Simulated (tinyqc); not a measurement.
What each change does: short-period [001] superlattice in sp3s* tight binding.

Planes alternate anion, cation along [001], a/4 apart; at zero in-plane momentum s, pz, s* form one block. All levels of A are shifted so that its Ev (lower root of [[Epa, Vxx], [Vxx, Epc]]) is 0, and those of B so that its Ev is -dEv. A monolayer is an anion plane and the cation plane above it; an anion between unlike cations takes the mean of the two anion levels; each bond takes the couplings of its cation. Block from an anion to the cation above: U with Vss/2 (s,s), Vsapc/2 (s,z), -Vscpa/2 (z,s), Vxx/2 (z,z), Vxapc/2 (s*,z), -Vpaxc/2 (z,s*); to the cation below: the same with the s-z and s*-z signs reversed. The cell of n + m monolayers is closed with the phase exp(2 pi i q). No spin-orbit coupling. In this block 2 (n + m) levels are filled.

For the two lowest empty levels at q = 0: energy, share of the cation weight on A, and Gamma character, the share of the cation amplitudes with Fourier index |j|/(n + m) < 1/4 along the stack (near 1: Gamma-like, near 0: folded from X).

Inputs chosen for the exercise (A near a published set for GaAs, B for AlAs; shifted at random, so the results belong to these values and not to a real crystal):
- pA = (-8.347, 1.042, -2.654, 3.669, 8.609, 6.724, -6.459, 1.957, 5.075, 4.483, 5.778, 4.854, 4.822) eV (order Esa, Epa, Esc, Epc, Exa, Exc, Vss, Vxx, Vxy, Vsapc, Vscpa, Vxapc, Vpaxc)
- pB = (-7.514, 0.984, -1.163, 3.595, 7.484, 6.713, -6.667, 1.882, 4.293, 5.1, 5.503, 4.516, 4.98) eV (the same for B)
- dEv = 0.53 eV (valence offset: Ev(B) lies this far below Ev(A))
- n2 = 12 (monolayers of A)
- m2 = 7 (monolayers of B)

A cell with n = n2 and m = m2.

One parameter was then changed.

Results before and after:
```
case     E1 (eV)  A share 1  Gamma 1  E2 (eV)  A share 2  Gamma 2
base      1.6790       0.96     1.00   1.7702       0.01     0.00
changed   1.6810       0.97     0.99   1.7640       0.01     0.00
```

Which of these changes was made? (a) n2 = 14; (b) dEv = 0.63 eV; (c) m2 = 9.
Answer: (c) m2 = 9. Of the candidates, run in turn, only this one gives the changed row.

All candidates:
```
case           E1 (eV)  A share 1  Gamma 1  E2 (eV)  A share 2  Gamma 2
base            1.6790       0.96     1.00   1.7702       0.01     0.00
n2 = 14         1.6568       0.97     1.00   1.7701       0.02     0.00
m2 = 9          1.6810       0.97     0.99   1.7640       0.01     0.00
dEv = 0.63 eV   1.6714       0.01     0.00   1.6737       0.95     0.99
```

(tinyqc, `OMP_NUM_THREADS=1 python tinyqc.py 1450886 1450887 out.jsonl`, Intel(R) Xeon(R) Processor @ 2.30GHz, 1 thread, shared host, about 0.3 s.)
